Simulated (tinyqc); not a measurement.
Worked calculation: lattice vibrations of a chain. One step of it, computed by the program tinyqc.

Problem. Frequencies. omega^2 are the eigenvalues; wavenumber = 521.4708 sqrt(eigenvalue) 1/cm.

D(q) (eV/(angstrom^2 u)):
```
                    1          2          3                   4
1            0.460441  -0.244051   0.000000  0.399061+0.330132i
2           -0.244051   1.503937  -1.234334            0.000000
3            0.000000  -1.234334   1.608247           -0.158844
4  0.399061-0.330132i   0.000000  -0.158844            0.966102
```

Give: eigenvalues; wavenumbers; weights |e|^2 of the mass-weighted modes.

Solution.

eigenvalues: 0.069  0.343  1.318  2.808

wavenumbers (1/cm): 137.1  305.4  598.7  873.9

weights |e|^2 of the mass-weighted modes:
```
        mode 1  mode 2  mode 3  mode 4
atom 1   0.617   0.096   0.283   0.004
atom 2   0.125   0.379   0.017   0.478
atom 3   0.070   0.400   0.015   0.515
atom 4   0.188   0.124   0.685   0.003
```
